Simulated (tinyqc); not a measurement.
Segment and feed resistance from two drops.

Inverse problem. A rail is fed at one end through Rq; K loads of Ij follow, each after a segment Rs. The drop at load j is K Ij Rq + Rs Ij sum_(l=1..j) (K - l + 1). Find Rs, Rq and the worst drop, at the middle, if the rail were fed through Rq at both ends: K Ij Rq/2 + Rs Ij K^2/8 with the load taken as continuous.

Inputs (values chosen for the exercise):
```
symbol,value,unit,meaning
K,23,,number of equal loads
Ij,0.73,mA,current of each load
```

drops at the first and at the last load (mV): [24.681300, 165.04570]

Answer. The difference of the two drops is Rs Ij K (K - 1)/2, which gives Rs; the first drop then gives Rq.

Rs = 0.7600 ohm
Rq = 0.7100 ohm
drop at the middle with two feeds = 42.65 mV

Numbers from tinyqc (`OMP_NUM_THREADS=1 python tinyqc.py 2770183 2770184 out.jsonl`; about 0.1 s on one thread of a shared Intel Xeon 2.30GHz).
